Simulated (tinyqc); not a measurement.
What each value does: bond-orbital model of a tetrahedral semiconductor (Harrison's universal couplings).

Hybrid level eh = (es + 3 ep)/4; metallic energy V1 = (ep - es)/4 for each atom; covalent energy V2 = 3.22 hbar^2/(m d^2); polar energy V3 = (ehc - eha)/2; hbar^2/m = 2c, c = hbar^2/2m0. Polarity ap = V3/sqrt(V2^2 + V3^2), covalency ac = V2/sqrt(V2^2 + V3^2). p-p coupling at Gamma Exx = (4/3)(2.22 - 2 x 0.63) hbar^2/(m d^2) = 1.28 hbar^2/(m d^2), s-s coupling Ess = 4 x 1.32 hbar^2/(m d^2).

Constants: hbar^2/2m0 = 3.80998211 eV angstrom^2.

Parameters, chosen for this exercise (near tabulated values for GaN; the model gives trends, and its gaps can be far from the real ones; not measured data): esc = -11.48 eV (s level, cation); epc = -5.7 eV (p level, cation); esa = -26.37 eV (s level, anion); epa = -13.93 eV (p level, anion); d = 1.94 angstrom (bond length).

The bond-antibond splitting is 2 sqrt(V2^2 + V3^2). E0 is the upper root of [[esa, 5.28 u], [5.28 u, esc]] less the lower root of [[epa, 1.28 u], [1.28 u, epc]], u = hbar^2/(m d^2).

One parameter was then changed.

Results before and after:

| case | ap | bond-antibond splitting (eV) | Ev (eV) | E0 (eV) |
|---|---|---|---|---|
| base | 0.6045 | 16.368 | -14.678 | 8.780 |
| changed | 0.5897 | 16.144 | -14.218 | 8.321 |

Which of these changes was made? (a) epa = -13.43 eV; (b) esa = -25.87 eV; (c) d = 1.99 angstrom; (d) esc = -10.98 eV; (e) epc = -5.2 eV.

Answer: (a) epa = -13.43 eV. Of the candidates, run in turn, only this one gives the changed row.

All candidates:

| case | ap | bond-antibond splitting (eV) | Ev (eV) | E0 (eV) |
|---|---|---|---|---|
| base | 0.6045 | 16.368 | -14.678 | 8.780 |
| esc = -10.98 eV | 0.6093 | 16.444 | -14.678 | 9.175 |
| epc = -5.2 eV | 0.6188 | 16.598 | -14.641 | 8.744 |
| esa = -25.87 eV | 0.5996 | 16.293 | -14.678 | 8.889 |
| epa = -13.43 eV | 0.5897 | 16.144 | -14.218 | 8.321 |
| d = 1.99 angstrom | 0.6240 | 15.858 | -14.611 | 8.281 |

(tinyqc, `OMP_NUM_THREADS=1 python tinyqc.py 1450844 1450845 out.jsonl`, Intel(R) Xeon(R) Processor @ 2.30GHz, 1 thread, shared host, about 0.01 s.)
